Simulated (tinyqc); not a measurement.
# Inverter chain driving a load

N inverters, each f = Hc^(1/N) times larger than the one before: delay tau N (f + pp). Switched capacitance in units of the first input, with output capacitance pp times the input: Hc + (1 + pp)(Hc - 1)/(f - 1).

Parameters, values chosen for the exercise:
```
symbol,value,unit,meaning
Hc,35,,load over the input capacitance of the chain
pp,1.5,,parasitic delay of an inverter
tau,3.8,ps,delay unit
```

Result of one run:

| N | f | delay (ps) | switched capacitance |
|---|---|---|---|
| 4 | 2.4323 | 59.771 | 94.345 |

What becomes of these results when the number of stages N is changed from 4 to 2, all else the same?

Result of the changed run:

| N | f | delay (ps) | switched capacitance |
|---|---|---|---|
| 2 | 5.9161 | 56.362 | 52.290 |

The whole series:

| N | f | delay (ps) | switched capacitance |
|---|---|---|---|
| 1 | 35.000 | 138.70 | 37.500 |
| 2 | 5.9161 | 56.362 | 52.290 |
| 3 | 3.2711 | 54.390 | 72.427 |
| 4 | 2.4323 | 59.771 | 94.345 |
| 5 | 2.0362 | 67.187 | 117.03 |
| 6 | 1.8086 | 75.436 | 140.12 |
| 7 | 1.6618 | 84.104 | 163.44 |

The delay goes from 139 through a minimum of 54.4 (at N = 3 among the rows listed) to 84.1 ps. The best stage effort solves pp + rho (1 - ln rho) = 0, rho = 3.97, which gives N = ln Hc/ln rho = 2.58. One stage fewer than the best costs 3.6 % in delay and saves 28 % of the switched capacitance.

Numbers from tinyqc (`OMP_NUM_THREADS=1 python tinyqc.py 2082137 2082138 out.jsonl`; about 0.01 s on one thread of a shared Intel Xeon 2.30GHz).
